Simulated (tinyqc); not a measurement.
Closing and inverting the gap: three-level Kane dispersion of a narrow-gap semiconductor.

Zero of energy at Gamma8, c = hbar^2/2m0, P^2 = Ep c. The free-electron term and remote bands are left out, so the heavy holes are flat at E = 0 and the other three bands obey E (E - Eg)(E + Dso) = P^2 k^2 (E + 2 Dso/3). The conduction band is the highest root; its edge is Ec = max(Eg, 0).

Constants: hbar^2/2m0 = 3.80998211 eV angstrom^2.

Inputs chosen for the exercise (out of a larger set: a narrow-gap II-VI alloy; not measured data): Dso = 0.99 eV (spin-orbit splitting); Ep = 19.9 eV (Kane energy); k = 0.032 1/angstrom (wave vector).

Eg is varied at fixed k, Dso and Ep. Edge mass: Eg (Eg + Dso)/(Ep (Eg + 2 Dso/3)) for Eg > 0, 3 |Eg|/(2 Ep) for Eg < 0. The Gamma6 weight of the conduction state is 1/(1 + P^2 k^2 [(2/3)/E^2 + (1/3)/(E + Dso)^2]).

Results:
```
Eg (eV)      m0*  highest root (eV)  middle (eV)  lowest (eV)  E - Ec (meV)  Gamma6 weight
-0.200   0.01508             0.1555      -0.3220      -1.0235         155.5          0.316
-0.100   0.00754             0.1918      -0.2620      -1.0198         191.8          0.412
-0.040   0.00302             0.2184      -0.2305      -1.0179         218.4          0.476
-0.010   0.00075             0.2332      -0.2161      -1.0171         233.2          0.508
0.010    0.00075             0.2435      -0.2070      -1.0165         233.5          0.529
0.040    0.00296             0.2599      -0.1941      -1.0158         219.9          0.561
0.100    0.00721             0.2954      -0.1710      -1.0143         195.4          0.622
0.200    0.01391             0.3621      -0.1398      -1.0123         162.1          0.710
```

The edge mass vanishes with |Eg| from both sides, yet the kinetic energy at this k stays finite, at most 233.5 meV in the table; at Eg = 0 the two-level form, without the split-off band, gives the linear value sqrt(2/3) P k = 227.5 meV. The Gamma6 weight of the conduction state goes smoothly from 0.32 to 0.71 and is 0.51 and 0.53 in the two rows next to Eg = 0: at finite k nothing jumps at the inversion.

tinyqc: `OMP_NUM_THREADS=1 python tinyqc.py 1080365 1080366 out.jsonl`; about 0.01 s, one thread, shared Intel(R) Xeon(R) Processor @ 2.30GHz.
